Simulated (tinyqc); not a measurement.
What moves the results: phonon-assisted absorption at an indirect gap. A value that a table varies takes the place of the one given here.

alpha(E) = sum_j A_j [N_j (E - Eg + w_j)^2 + (N_j + 1)(E - Eg - w_j)^2], each bracket counted only where its base is positive; N_j = 1/(exp(w_j/kB T) - 1). The first term absorbs a phonon and the second emits one; excitons and direct transitions are left out.

Photodiode (Gaertner form with a dead layer): QE = (1 - R) exp(-alpha xj) [1 - exp(-alpha W)/(1 + alpha L)], R = ((nr - 1)/(nr + 1))^2; responsivity = QE/E in A/W for E in eV.

Constants: kB = 8.617333262e-05 eV/K.

Inputs chosen for the exercise (loosely those of AlAs at room temperature; Eg is not tied to T; shifted at random, so the results belong to these values and not to a real crystal): Eg = 2.167 eV (indirect gap, held fixed unless listed); w = (46.1, 12.3) meV (two zone-edge phonons); A = (4300, 980) 1/(cm eV^2) (their strengths); T = 500 K; nr = 3.07 (refractive index); xj = 0.35 micrometre (dead layer at the surface); W = 12 micrometre (depleted width); L = 120 micrometre (minority diffusion length below it); E = 2.252 eV (photon energy).

## The square root of alpha at three temperatures

The gap is held fixed, so only the phonon occupations change.

sqrt(alpha) (1/cm^(1/2)):

| E - Eg (eV) | 4 K | 150 K | 450 K |
|---|---|---|---|
| -0.04 | 0.000 | 0.068 | 0.265 |
| -0.02 | 0.000 | 0.292 | 1.133 |
| 0.00 | 0.000 | 0.599 | 2.098 |
| 0.02 | 0.241 | 1.133 | 3.344 |
| 0.04 | 0.867 | 1.959 | 4.890 |
| 0.07 | 2.391 | 3.702 | 7.662 |
| 0.10 | 4.475 | 5.965 | 10.909 |
| 0.15 | 8.062 | 9.954 | 16.634 |
| 0.20 | 11.678 | 14.015 | 22.492 |
| 0.30 | 18.929 | 22.192 | 34.332 |
| 0.45 | 29.820 | 34.500 | 52.193 |
| 0.60 | 40.715 | 46.822 | 70.092 |

Below the gap only phonon absorption acts: at E - Eg = -0.02 eV sqrt(alpha) is 0.000, 0.292 and 1.133 at 4, 150 and 450 K. A straight line through the last two rows meets the axis at E - Eg = +0.0395, +0.0300 and +0.0126 eV: the intercept is roughly a weighted mean of the thresholds, not the gap, and it moves from the emission side towards Eg as the occupations grow. At the last row alpha grows by a factor 2.96 from the lowest to the highest temperature at fixed gap.

## Spectral response

Response:

| E (eV) | wavelength (nm) | alpha (1/cm) | 1/alpha (micrometre) | dead layer | collected | QE | A/W |
|---|---|---|---|---|---|---|---|
| 2.19 | 566 | 14.9 | 673 | 0.999 | 0.166 | 0.123 | 0.056 |
| 2.23 | 556 | 55.6 | 180 | 0.998 | 0.439 | 0.325 | 0.146 |
| 2.29 | 541 | 206 | 48.6 | 0.993 | 0.775 | 0.570 | 0.249 |
| 2.37 | 523 | 581 | 17.2 | 0.980 | 0.938 | 0.681 | 0.287 |
| 2.47 | 502 | 1.33e+03 | 7.50 | 0.954 | 0.988 | 0.699 | 0.283 |
| 2.62 | 473 | 3.05e+03 | 3.28 | 0.899 | 0.999 | 0.666 | 0.254 |
| 2.82 | 440 | 6.44e+03 | 1.55 | 0.798 | 1.000 | 0.592 | 0.210 |
| 3.07 | 404 | 1.24e+04 | 0.804 | 0.647 | 1.000 | 0.480 | 0.156 |
| 3.37 | 368 | 2.22e+04 | 0.450 | 0.459 | 1.000 | 0.340 | 0.101 |
| 3.77 | 329 | 3.97e+04 | 0.252 | 0.249 | 1.000 | 0.185 | 0.049 |

QE is highest, 0.699, at 2.47 eV of those listed and the responsivity at 2.37 eV; reflection alone caps QE at 0.741. Near the gap weak absorption limits it (collected share 0.166); at the top the dead layer passes 0.249. Far above the gap the quadratic law and a constant index are only rough; in the real crystal direct transitions take over near 3 eV, so the rows above that understate alpha.

## What moves the response

At the energy E. Each row changes one parameter from the base and keeps the others.

Results:

| case | alpha (1/cm) | QE |
|---|---|---|
| base | 97.43 | 0.4358 |
| Eg = 2.147 eV | 148.7 | 0.5159 |
| T = 550 K | 109.4 | 0.4584 |
| W = 24 micrometre | 97.43 | 0.4692 |
| L = 60 micrometre | 97.43 | 0.3240 |
| xj = 0.7 micrometre | 97.43 | 0.4343 |
| nr = 3.22 | 97.43 | 0.4252 |

The largest shifts from the base row, up to three for each result and ties (the steps differ in size, so this ranks the rows, not the parameters). alpha (1/cm): Eg +51.3, T +11.9; unchanged at the printed digits by W, L, xj and nr. QE: L -0.1118, Eg +0.0801, W +0.0334.

(tinyqc, `OMP_NUM_THREADS=1 python tinyqc.py 1651447 1651448 out.jsonl`, Intel(R) Xeon(R) Processor @ 2.30GHz, 1 thread, shared host, about 0.01 s.)
